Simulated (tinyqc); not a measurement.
Free and trapped electrons in a MOS channel with a dense trap tail: effect of the temperature.

p-type body, charge-sheet picture, full ionisation (an idealisation for deep acceptors), Boltzmann statistics for free electrons. e = Ec - EF at the surface. Acceptor-like traps of density D(E) = D0 + De exp(-E/Ew) at depth E below Ec, from 0 to Eu, hold n_t = integral of D(E)/(1 + exp((e - E)/Vt)). psi = Eg - Vt ln(Nv/Na) - e; N_dep = sqrt(2 eps0 eps_r Na (psi - Vt)/q); n_f = sqrt(N_dep^2 + 2 eps0 eps_r Vt Nc exp(-e/Vt)/q) - N_dep; Vg = Vfb + psi + q (N_dep + n_t + n_f)/Cox, Cox = eps0 eox/tox.

Nc and Nv are given at 250 K and scale as (T/250 K)^1.5; Eg, Vfb and mf are held fixed. VT is the Vg for n_f = 1e11 cm^-2; swing ln 10 n_f/(dn_f/dVg) at n_f = 1e8 cm^-2; the last three columns are for Vg = VT + 2 V, with free share n_f/(n_f + n_t) and field-effect mobility mf q (dn_f/dVg)/Cox; there EF is near the band edge, where Boltzmann statistics are rough.

Parameters, values chosen for the exercise; band and dielectric values close to those of 4H silicon carbide:
- Eg = 3.23 eV (band gap)
- eps_r = 9.87 (relative permittivity)
- Nc = 1.29e19 cm^-3 (conduction-band density of states at the reference temperature)
- Nv = 1.86e19 cm^-3 (valence-band density of states at the reference temperature)
- eox = 3.9 (relative permittivity of the insulator)
- tox = 25 nm (insulator thickness)
- Na = 9e15 cm^-3 (acceptor density)
- Vfb = -2.29 V (flat-band voltage without trapped charge)
- D0 = 2.8e11 cm^-2 eV^-1 (constant background density of acceptor-like traps)
- De = 2.3e13 cm^-2 eV^-1 (density of the tail at the conduction edge)
- Ew = 0.07 eV (decay energy of the tail)
- Eu = 0.98 eV (depth below Ec down to which the traps reach)
- mf = 130 cm^2/(V s) (mobility of free electrons)

Constants: q = 1.602176634e-19 C, kB = 1.380649e-23 J/K, Vt = kB T/q, eps0 = 8.8541878128e-14 F/cm where lengths are in cm. Results are converted to the units shown.

Effect of the temperature:
```
T (K),e at VT (eV),VT (V),q n_t/Cox at VT (V),swing (mV/decade),n_f (cm^-2),free share (%),field-effect mobility (cm^2/(V s))
200,0.04615,2.849,1.332,165.3,1.191e12,40.77,110.9
250,0.06992,2.520,1.071,137.8,1.098e12,40.88,100.9
300,0.09597,2.235,0.8603,124.3,1.062e12,42.61,94.35
350,0.1239,1.994,0.6955,121.8,1.061e12,45.36,90.90
400,0.1536,1.788,0.5694,126.7,1.078e12,48.66,89.54
450,0.1847,1.610,0.4741,136.1,1.107e12,52.21,89.46
500,0.2172,1.453,0.4019,148.2,1.139e12,55.78,90.17
550,0.2509,1.310,0.3469,161.7,1.173e12,59.25,91.32
```

As T goes from 200 to 550, VT falls from 2.85 to 1.31 V, its part due to traps falls from 1.33 to 0.347 V, the swing goes from 165 through a minimum of 122 (at T = 350 among the rows listed) to 162 mV/decade and the field-effect mobility goes from 111 through a minimum of 89.5 (at T = 450 among the rows listed) to 91.3 cm^2/(V s). On heating the same n_f is reached with EF deeper in the gap, where fewer tail states are filled.

tinyqc, about 0.02 s, one thread, Intel Xeon 2.30GHz (shared host): `OMP_NUM_THREADS=1 python tinyqc.py 2222104 2222105 out.jsonl`
